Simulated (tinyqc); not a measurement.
From results back to parameters: BHZ model on a square lattice (one spin block). Three cases, with inputs chosen for the exercise.

Problem. Near Gamma E = -D k^2 -/+ sqrt(A^2 k^2 + (M - B k^2)^2), so the curvature of the upper band, E = |M| + c+ k^2, is c+ = -D + A^2/(2|M|) - B sign(M), and of the lower one c- = -D - A^2/(2|M|) + B sign(M). M and A are given; c+ and c- come from hidden B and D.

Find: D, B; order of the bands.

Method. The mean of the curvatures is -D; half their difference is A^2/(2|M|) - B sign(M). The bands are inverted where M/B > 0.

Case 1.

Values chosen (out of a larger set: of the size used for InAs / GaSb double wells; not measured data): A = 0.78 eV angstrom; M = -0.0193 eV (mass term).

c+, c- (eV angstrom^2): -39.738  78.938

Solution.

D, B (eV angstrom^2): -19.6  -75.1

order of the bands: inverted

Case 2.

Values chosen (out of a larger set: of the size used for HgTe wells; not measured data): A = 3.39 eV angstrom; M = 0.0241 eV (mass term).

c+, c- (eV angstrom^2): 363.525  -258.525

Solution.

D, B (eV angstrom^2): -52.5  -72.6

order of the bands: normal

Case 3.

Values chosen (out of a larger set: of the size used for HgTe wells; not measured data): A = 3.95 eV angstrom; M = -0.0173 eV (mass term).

c+, c- (eV angstrom^2): 434.939  -332.939

Solution.

D, B (eV angstrom^2): -51.0  -67.0

order of the bands: inverted

Computed by tinyqc, one run a case: `OMP_NUM_THREADS=1 python tinyqc.py N N+1 out.jsonl` with N = 1451816, 1452181, 1452257; one thread of a shared Intel(R) Xeon(R) Processor @ 2.30GHz, about 0.1 s a run at most.
